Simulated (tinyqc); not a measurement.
# Adsorption as a lattice gas: isotherms with interactions, competition, desorption peaks and saturation dose, step by step

A worked calculation. Computed by tinyqc, a small Python program that keeps every step. Command: `OMP_NUM_THREADS=1 python tinyqc.py 3020145 3020146 out.jsonl adsorb walk`. One thread of a shared host (Intel(R) Xeon(R) Processor @ 2.30GHz), about 0.2 s of CPU time with the checks. Intermediate numbers are printed to about 6 digits and carried at full precision; extremes and crossings named in words are read from the listed rows.

One adsorbate per site; a molecule needs 1 empty site. Gas and surface have the same temperature.

Inputs (values chosen for the exercise, for a model surface):

| quantity | value | unit |
|---|---|---|
| desorption energy E | 1.53 | eV |
| prefactor nu | 2.7e+12 | 1/s |
| pair energy w (positive repels) | -0.061 | eV |
| neighbours z | 3 | - |
| site density N_s | 7.1 | 1/nm^2 |
| molecular mass M | 234 | u |
| sticking coefficient s0 | 0.0026 | - |
| temperature T | 638 | K |
| pressure p | 0.74 | Pa |
| blocking by a second gas, K_B p_B | 17 | - |
| heating rate beta | 3.1 | K/s |
| aspect ratio a (depth over diameter) of a hole | 20 | - |

Adsorption: molecular (first order).

Constants: u = 1.6605390666e-27 kg; k_B = 1.380649e-23 J/K; k_B = 8.617333262e-05 eV/K.

## Flux and the Langmuir coverage

Flux F = p/sqrt(2 pi M k_B T); k_d = nu exp(-E/(k_B T)); s0 F (1 - theta) = N_s k_d theta, so y = s0 F/(N_s k_d), theta = y/(1 + y). With a second gas on the same sites theta = y/(1 + y + K_B p_B).

flux F = 5046.12 1/(nm^2 s)

k_d = 2.21501 1/s

y = 0.834252

Langmuir coverage = 0.454818

coverage with the second gas = 0.0442944

## Coverage with interactions

With u = w/(k_B T). Mean field: theta/(1 - theta) = y exp(-z u theta). Quasi-chemical: theta/(1 - theta) = y [(r - 1 + 2 theta)(1 - theta)/((r + 1 - 2 theta) theta)]^(-z/2) exp(-z u/2), r = sqrt(1 - 4 theta (1 - theta)(1 - exp(-u))).

u = -1.10952

coverage, mean field = 0.952011

coverage, quasi-chemical = 0.945827

Attraction raises the coverage from 0.4548. Both theories put half coverage at ln y = z u/2 = -1.664; here ln y = -0.181.

## Isotherms

The formulas are those given above.

Coverage; the first column is ln y - z u/2:

| ln y - z u/2 | no interaction | mean field | quasi-chemical |
|---|---|---|---|
| -5.0 | 0.001274 | 0.001279 | 0.001284 |
| -3.0 | 0.009338 | 0.009640 | 0.009896 |
| -2.0 | 0.024982 | 0.027293 | 0.029331 |
| -1.0 | 0.065114 | 0.084469 | 0.102595 |
| -0.5 | 0.103004 | 0.166645 | 0.221514 |
| 0.0 | 0.159188 | 0.500000 | 0.500000 |
| 0.5 | 0.237890 | 0.833355 | 0.778486 |
| 1.0 | 0.339778 | 0.915531 | 0.897405 |
| 2.0 | 0.583149 | 0.972707 | 0.970669 |
| 3.0 | 0.791785 | 0.990360 | 0.990104 |
| 5.0 | 0.965634 | 0.998721 | 0.998716 |

At half coverage the slope d theta/d ln y is 1/4 without interaction, 1/(4 + z u) = 1.489 in mean field and 0.692 in the pair theory, 1/[4 + 2 z (exp(u/2) - 1)]. Attraction steepens the filling towards a step; the two theories differ by at most 0.055 in these rows.

## Desorption peak without interaction

The peak obeys E/(k_B T_p^2) = (nu/beta) exp(-E/(k_B T_p)) exactly. Redhead's shortcut, with the constant 3.46 (3.64 is also in use), reads E back as k_B T_p [ln(nu' T_p/beta) - 3.46], nu' = nu.

peak temperature T_p = 583.172 K

E by Redhead's shortcut = 1.52779 eV

The shortcut misses by -0.14 %, since 3.46 stands for ln(E/(k_B T_p)) = 3.42. A prefactor wrong by a factor 100 would shift E by 0.231 eV.

## Peak against initial coverage

Heating at the rate beta: d theta/dT = -(nu/beta) theta^1 exp(-[E - z w theta]/(k_B T)). Integrated numerically (relative tolerance 1e-9); T_p is the maximum of the rate.

Peak temperatures (K):

| theta_0 | w = 0 | with w |
|---|---|---|
| 0.1 | 583.172 | 588.339 |
| 0.3 | 583.172 | 598.509 |
| 0.5 | 583.172 | 608.515 |
| 0.7 | 583.172 | 618.434 |
| 0.9 | 583.172 | 628.346 |

Without interaction the peak does not move; with w it moves by +40.0 K.

## Dose to saturate, flat and in a hole

Without desorption or interaction, 99 % coverage needs the time (N_s/(s0 F)) ln 100. For a round hole of aspect ratio a in molecular flow with unit sticking (Gordon), the time is N_s/F x [1 + (19/4) a + (3/2) a^2]. The larger of the two times is a rough guide.

time on a flat surface = 2.49215 s

time for the hole = 0.979288 s

Transport and reaction are comparable. Caution: with k_d = nu exp(-E/(k_B T)) of these inputs desorption is not negligible over the time on a flat surface, so without interaction 99 % coverage is not reached.

Checks made by the program: quasi-chemical form at low coverage and at the symmetry point (relative difference 5e-07); T_p against the integrated rate equation (relative difference 4e-09).
